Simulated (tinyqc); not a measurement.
Inside a calculation. Method: Hubbard chain of 2 sites. Computed by tinyqc, a small Python program that keeps every step. Settings: hopping = 1.81, U = 6.4, mixing = 0.2, iteration cap = 51. Command: `OMP_NUM_THREADS=1 python tinyqc.py 26932 26933 out.jsonl` (the two numbers bound the seeds that draw the settings). One thread of a shared host (Intel(R) Xeon(R) Processor @ 2.60GHz), about 0.2 s of CPU time with the checks.

one-body matrix (hopping and site energies) (eV):
```
,1,2
1,0.000000,-1.810000
2,-1.810000,0.000000
```

U = 6.400000 eV

electrons, up and down: 1  1

n(up) at the start (a guess, not normalised): 1 0.800000, 2 0.200000

n(down) at the start (a guess): 1 0.200000, 2 0.800000

Each step fills the lowest levels of T + U n(other spin) and sets n(new) = n + mixing (n(out) - n); stop when output and input agree to 1e-8.

Course of the cycle:
```
iteration,E (eV),largest |n(out) - n(in)|,mean |n_up - n_down|
1,-0.97744704,6.38e-02,0.727643
2,-0.98845188,5.81e-02,0.741730
3,-0.99697189,5.25e-02,0.753755
4,-1.00351287,4.71e-02,0.764005
5,-1.00850202,4.21e-02,0.772738
6,-1.01228857,3.74e-02,0.780181
7,-1.01515144,3.31e-02,0.786527
8,-1.01730964,2.92e-02,0.791942
9,-1.01893298,2.56e-02,0.796568
10,-1.02015193,2.25e-02,0.800523
11,-1.02106604,1.97e-02,0.803908
...,...,...,...
41,-1.02378083,2.65e-04,0.824413
42,-1.02378093,2.29e-04,0.824447
43,-1.02378101,1.98e-04,0.824476
44,-1.02378107,1.71e-04,0.824501
45,-1.02378112,1.48e-04,0.824523
46,-1.02378115,1.28e-04,0.824542
47,-1.02378118,1.10e-04,0.824559
48,-1.02378120,9.54e-05,0.824573
49,-1.02378121,8.25e-05,0.824585
50,-1.02378122,7.12e-05,0.824596
51,-1.02378123,6.16e-05,0.824605
```

Can the last value be used, and what does the course show?

Not by the stop rule, although the second column moves by less than 1e-07 over the last three steps. Not converged within 51 iterations: the residual falls steadily but slowly, by a factor of about 0.86 a step. The lowest mean-field energy found from random starts is -1.02378 eV. Reruns (cap 100 unless said): mixing 0.5: converged in 40 (E = -1.02378); mixing 0.9: converged in 19 (E = -1.02378); the original settings with a cap of 400: converged in 111 (E = -1.02378).
